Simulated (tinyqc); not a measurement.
What each parameter does: polytypes by hexagonality, and a cubic inclusion as a quantum well.

Gap: E3 + (Es - E3) h/hs for h up to hs, then linear from Es to E2 at h = 1. Valence top Ev2 h and polarisation P2 h, both counted from 3C; Ec = Ev + gap.

A cubic inclusion of width L = N d in the host (h = 0.5) is a well of depth V = Ec(host) - Ec(3C). Square well with mass mismatch: k tan(k L/2) = (m_w/m_b) q, k = sqrt(m_w E/c), q = sqrt(m_b (V - E)/c), c = hbar^2/2m0, lowest root. The depth of the level, V - E, is its binding, and the transition to the valence top of the host is gap(host) - (V - E). The step in polarisation gives a field |F| = |P|/(eps eps0) in a thin inclusion, eps0 = 8.8541878e-12 F/m.

Constants: hbar^2/2m0 = 3.80998211 eV angstrom^2.

Parameters, chosen for this exercise (of the order of those of SiC; the results hold for these values, not for the real material): E3 = 2.408 eV (gap of the cubic polytype); E2 = 3.353 eV (gap of 2H); Ev2 = 0.107 eV (valence top of 2H above that of 3C); P2 = -0.0449 C/m^2 (spontaneous polarisation of 2H); Es = 3.279 eV (gap at the hexagonality hs); hs = 0.5 (hexagonality up to which the first line holds); m = (0.308, 0.314) m0 (electron mass along c in the cubic layer and in the host); d = 2.517 angstrom (thickness of a double layer); eps = 9.8 (dielectric constant); N = 5 (double layers in the cubic inclusion).

Well depth, depth of the level, transition without the field and field.

Results for these values:
```
case  V (eV)  depth (eV)  transition (eV)  |F| (MV/cm)
base  0.9245      0.6315           2.6475        2.587
```

What happens to each result for eps = 10.8, all else kept?

Answer: V does not change at the printed digits; depth does not change at the printed digits; transition does not change at the printed digits; |F| falls from 2.587 to 2.348.

The same for each parameter in turn:
```
case                  V (eV)  depth (eV)  transition (eV)  |F| (MV/cm)
base                  0.9245      0.6315           2.6475        2.587
N = 6                 0.9245      0.6903           2.5887        2.587
Ev2 = 0.137 eV        0.9395      0.6446           2.6344        2.587
E3 = 2.388 eV         0.9445      0.6489           2.6301        2.587
E2 = 3.383 eV         0.9245      0.6315           2.6475        2.587
P2 = -0.0584 C/m^2    0.9245      0.6315           2.6475        3.365
eps = 10.8            0.9245      0.6315           2.6475        2.348
m = (0.37, 0.314) m0  0.9245      0.6487           2.6303        2.587
```

Run: tinyqc, `OMP_NUM_THREADS=1 python tinyqc.py 1881146 1881147 out.jsonl`; Intel(R) Xeon(R) Processor @ 2.30GHz, one thread, shared host; about 0.04 s of CPU time with all checks.
